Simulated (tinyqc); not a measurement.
Inside a calculation. Method: UHF in the 6-31g basis, for H4+, spin multiplicity 2. Computed by tinyqc, a small Python program that keeps every step (integrals from PySCF). Settings: charge = 1, multiplicity = 2, basis = 6-31g, energy threshold = 1e-09, iteration cap = 79, orthogonalisation = symmetric, start = core, DIIS depth = 8, method = UHF. Command: `OMP_NUM_THREADS=1 python tinyqc.py 27077 27078 out.jsonl` (the two numbers bound the seeds that draw the settings). One thread of a shared host (Intel(R) Xeon(R) Processor @ 2.60GHz), about 0.2 s of CPU time with the checks.

Geometry (angstrom):
```
atom        x        y        z
H     0.00000  0.00000  0.00000
H     0.00000  0.00000  1.56500
H     0.00000  0.00000  3.41900
H     0.00000  0.00000  4.98400
```

Stop when the energy changes by less than 1e-09 hartree and every element of the error matrix X^T (F D S - S D F) X (for each spin) is below 9e-06.

Course of the cycle:
```
iteration  E (hartree)     change  largest element of the error matrix
1           -1.4416071          -                             8.74e-02
2           -1.5763333  -1.35e-01                             1.14e-02
3           -1.5826749  -6.34e-03                             1.07e-02
4           -1.5871823  -4.51e-03                             1.10e-02
5           -1.5087193   7.85e-02                             3.14e-02
6           -1.5229173  -1.42e-02                             2.38e-02
7           -1.5231708  -2.54e-04                             2.30e-02
8           -1.5769586  -5.38e-02                             1.11e-02
9           -1.5736502   3.31e-03                             1.06e-02
10          -1.5559962   1.77e-02                             5.87e-03
11          -1.5571407  -1.14e-03                             5.03e-03
12          -1.5433393   1.38e-02                             1.00e-02
13          -1.5511761  -7.84e-03                             5.75e-03
14          -1.5554578  -4.28e-03                             5.43e-03
...                ...        ...                                  ...
66          -1.5549299   1.97e-05                             5.77e-03
67          -1.5548672   6.27e-05                             5.79e-03
68          -1.5482648   6.60e-03                             7.57e-03
69          -1.5564226  -8.16e-03                             6.42e-03
70          -1.5549099   1.51e-03                             6.60e-03
71          -1.5541840   7.26e-04                             6.41e-03
72          -1.5543918  -2.08e-04                             6.20e-03
73          -1.5517917   2.60e-03                             6.56e-03
74          -1.5549975  -3.21e-03                             6.11e-03
75          -1.5558321  -8.35e-04                             5.88e-03
76          -1.5559602  -1.28e-04                             5.87e-03
77          -1.5497798   6.18e-03                             7.17e-03
78          -1.5542566  -4.48e-03                             7.84e-03
79          -1.5704661  -1.62e-02                             7.93e-03
```

Can the last value be used, and what does the course show?

Not by the stop rule. Not converged within the cap of 79 iterations: the residual wanders without falling. Reruns (cap 100 unless said): damping 0.5: converged in 57; level shift 0.5: converged in 54; atomic densities as start, DIIS 8: converged in 12; the original settings with a cap of 400: not converged. PySCF UHF in the same basis, after a stability check = -1.6128935 hartree.
